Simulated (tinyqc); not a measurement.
Worked calculation: Hubbard chain of 4 sites. One step of it, computed by the program tinyqc.

Task: Mean-field iteration 3. H(up) = T + U n(down), H(down) = T + U n(up); fill the lowest levels; n(new) = n + mixing (n(out) - n); E = tr T (rho up + rho down) + U sum n_up n_down of the output.

one-body matrix (hopping and site energies) (eV), lower triangle:
```
,1,2,3,4
1,0.000000
2,-0.990000,0.000000
3,0.000000,-0.990000,0.000000
4,0.000000,0.000000,-0.990000,0.000000
```

U = 7.500000 eV

electrons, up and down: 1  1

mixing = 1

n(up) after iteration 2: 1 0.331955, 2 0.168045, 3 0.168045, 4 0.331955

n(down) after iteration 2: 1 0.331955, 2 0.168045, 3 0.168045, 4 0.331955

Give: levels, up; levels, down; energy; n(up) after iteration 3; n(down) after iteration 3.

Result:

levels, up (eV): -0.1071  1.3728  2.8671  3.3672

levels, down (eV): -0.1071  1.3728  2.8671  3.3672

energy = -0.1279 eV

n(up) after iteration 3: 1 0.0635, 2 0.4365, 3 0.4365, 4 0.0635

n(down) after iteration 3: 1 0.0635, 2 0.4365, 3 0.4365, 4 0.0635
